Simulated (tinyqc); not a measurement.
Metal gate on a two-layer dielectric stack with fixed charge and a dipole: two steps of the calculation.

Gate, layer 2, layer 1, p-type semiconductor; x runs from the gate inwards. Charges are counted in units of +q. psi is the band bending at the surface, positive towards inversion. Classical charge, Boltzmann statistics, no interface traps.

Values chosen for this exercise; band and dielectric values close to those of silicon, layer 1 close to silicon nitride, layer 2 close to hafnium oxide: temperature T = 350 K; band gap Eg = 1.12 eV; relative permittivity eps_r = 11.8; conduction-band density of states at T Nc = 3.59e19 cm^-3; valence-band density of states at T Nv = 3.39e19 cm^-3; electron affinity chi = 4.04 eV; acceptor density Na = 2e16 cm^-3; work function of the gate metal pM = 5 eV; thickness of layer 1, next to the semiconductor t1 = 1.7 nm; relative permittivity of layer 1 e1 = 7.31; thickness of layer 2, next to the gate t2 = 4.3 nm; relative permittivity of layer 2 e2 = 21.1; fixed charge at the semiconductor interface Q1 = 5.5e10 cm^-2; fixed charge between the layers Q2 = 1.7e11 cm^-2; uniform charge density in layer 1 r1 = 0 cm^-3; uniform charge density in layer 2 r2 = 2.3e18 cm^-3; flat-band shift by a dipole layer between the layers Vd = 0 V.

Constants: q = 1.602176634e-19 C, kB = 1.380649e-23 J/K, Vt = kB T/q, eps0 = 8.8541878128e-14 F/cm where lengths are in cm. Results are converted to the units shown.

Task 1. Flat-band voltage, term by term. EOT = 3.9 (t1/e1 + t2/e2), Cox = eps0/(t1/e1 + t2/e2); phi_ms = pM - (chi + Eg - Vt ln(Nv/Na)). Vfb = phi_ms + Vd - (q/eps0) [Q1 (t1/e1 + t2/e2) + Q2 t2/e2 + r1 (t1^2/(2 e1) + t1 t2/e2) + r2 t2^2/(2 e2)]: each charge counts with its electrical distance from the gate.

Wanted: terms; Vfb.

Result 1.

terms (V): phi_ms 0.06426, dipole 0.00000, Q1 -0.00434, Q2 -0.00627, r1 0.00000, r2 -0.01824
Vfb = 0.03541 V

Apart from phi_ms the largest term is that of r2, -18.2 mV; all charges and the dipole together move Vfb by -28.8 mV.

Task 2. Threshold voltage. ni = sqrt(Nc Nv) exp(-Eg/(2 Vt)), Eg in volts, pB = Vt ln(Na/ni), Vth = Vfb + 2 pB + sqrt(4 q eps0 eps_r Na pB)/Cox.

Vfb = 0.035410755 V
Cox = 2.0291499 uF/cm^2

Wanted: ni; pB; depletion charge; Vth.

Result 2.

ni = 3.013e11 cm^-3
pB = 0.3349 V
depletion charge = 0.06697 uC/cm^2
Vth = 0.7382 V

Computed by the program tinyqc: `OMP_NUM_THREADS=1 python tinyqc.py 2010009 2010010 out.jsonl`, one thread of a shared Intel Xeon 2.30GHz, about 0.01 s for the whole run.
